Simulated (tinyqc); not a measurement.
# Double-gate transistor below threshold, two-dimensional Poisson equation on a small mesh: several studies

Half of a symmetric double-gate structure: row 0 is the mid-plane of the body, where the normal field vanishes. Mobile charge is neglected (subthreshold), the body is fully depleted, and potentials are counted from the intrinsic level; rows run upward to the gate, columns from source to drain.

Inputs (values chosen for the exercise); semiconductor permittivity made up: temperature T = 350 K; relative permittivity of the semiconductor eps_r = 11.7; relative permittivity of the insulator eox = 9; half the body thickness tb = 4 nm; insulator thickness tox = 2.4 nm; channel length L = 22 nm; acceptor density of the depleted body Na = 0 cm^-3; potential of the source Vbi = 0.46 V; gate offset Vfb = -0.1 V; gate voltage Vg = -0.1 V; drain voltage Vd = 0.05 V.

Constants: q = 1.602176634e-19 C, kB = 1.380649e-23 J/K, Vt = kB T/q, eps0 = 8.8541878128e-14 F/cm where lengths are in cm. Results are converted to the units shown.

Each table varies one quantity; the others keep the values above.

## Effect of the acceptor density of the depleted body

Mesh: rows i = 0..12 in the semiconductor (step hs = tb/12, row 12 on the interface), then 8 step(s) ho = tox/8 up to the gate row 20; columns j = 0..80 (step hy = L/80). Box integration, divided by eps0: up_i = eps hy/h of the interval above row i, dn_i = that of the interval below (0 for row 0), lat_i = (sum of eps h/2 over the intervals above and below)/hy, s_i = -q Na w_i hy/eps0 with w_i the semiconductor height of the box (hs/2 for row 0 and the interface row, hs between, 0 in the insulator). Each free node obeys (up + dn + 2 lat) psi = up psi(above) + dn psi(below) + lat [psi(left) + psi(right)] + s. Fixed values: gate row Vg - Vfb; column 0 at Vbi and the last column at Vbi + Vd in the semiconductor, each running linearly to Vg - Vfb across the insulator. The system is solved directly. On row 0 the minimum of psi and its place come from a parabola through the three lowest nodes; barrier = Vbi - minimum, swing = Vt ln 10/(d psi/dVg), DIBL = (d psi/dVd)/(d psi/dVg) there. Lambda = pi/k with k the smallest positive root of tan(k tox) tan(k tb) = eox/eps_r.

Result of one run:
```
Na (cm^-3)  L/Lambda  barrier (V)  place y/L  swing (mV/decade)  DIBL (mV/V)
5e18           1.585       0.4993     0.4918              85.97        114.0
```

What becomes of these results when the acceptor density of the depleted body Na is changed from 5e18 to 2e18 cm^-3, all else the same?

Result of the changed run:
```
Na (cm^-3)  L/Lambda  barrier (V)  place y/L  swing (mV/decade)  DIBL (mV/V)
2e18           1.585       0.4199     0.4905              85.97        113.3
```

The whole series:
```
Na (cm^-3)  L/Lambda  barrier (V)  place y/L  swing (mV/decade)  DIBL (mV/V)
0              1.585       0.3670     0.4894              85.98        112.7
5e17           1.585       0.3802     0.4897              85.98        112.8
1e18           1.585       0.3935     0.4900              85.97        113.0
2e18           1.585       0.4199     0.4905              85.97        113.3
3e18           1.585       0.4464     0.4910              85.97        113.5
5e18           1.585       0.4993     0.4918              85.97        114.0
```

As Na goes from 0 to 5e18 cm^-3, the barrier rises from 0.367 to 0.499 V, the swing stays near 86.0 mV a decade and DIBL rises from 113 to 114 mV/V; the ideal swing is 69.4. The barrier top moves from y/L = 0.489 to 0.492.

## Choice of the relaxation factor

Mesh: rows i = 0..1 in the semiconductor (step hs = tb/1, row 1 on the interface), then 1 step(s) ho = tox/1 up to the gate row 2; columns j = 0..4 (step hy = L/4). Sweeps go row by row from row 0, left to right, psi(new) = psi + omega (t - psi) with t the value that solves the node equation for the newest neighbours; free nodes start at zero; stop when the largest change is below 1e-7 V.

Choice of the relaxation factor:
```
omega  sweeps
1          20
1.1        15
1.2        12
1.3        14
1.4        19
1.5        23
1.6        31
1.7        44
1.8        67
1.9       145
```

What does the comparison show?

Gauss-Seidel (omega = 1) takes 20 sweeps; the fewest, 12, are at omega = 1.2, and omega = 1.9 takes 145. The Jacobi matrix of this mesh has spectral radius rho = 0.6756, so theory puts the best factor at 2/(1 + sqrt(1 - rho^2)) = 1.15.

## Effect of the drain voltage

Same model as above.

Effect of the drain voltage:
```
Vd (V)  L/Lambda  barrier (V)  place y/L  swing (mV/decade)  DIBL (mV/V)
0.05       1.585       0.3670     0.4894              85.98        112.7
0.25       1.585       0.3504     0.4556              86.45        95.44
0.45       1.585       0.3360     0.4301              87.21        84.56
0.65       1.585       0.3233     0.4096              88.09        76.90
0.85       1.585       0.3117     0.3925              89.03        71.15
1.05       1.585       0.3010     0.3778              90.00        66.62
```

What does the table show?

As Vd goes from 0.05 to 1.05 V, the barrier falls from 0.367 to 0.301 V, the swing rises from 86.0 to 90.0 mV a decade and DIBL falls from 113 to 66.6 mV/V; the ideal swing is 69.4. The barrier top moves from y/L = 0.489 to 0.378, towards the source.

tinyqc, about 0.08 s, one thread, Intel Xeon 2.30GHz (shared host): `OMP_NUM_THREADS=1 python tinyqc.py 2480053 2480054 out.jsonl`
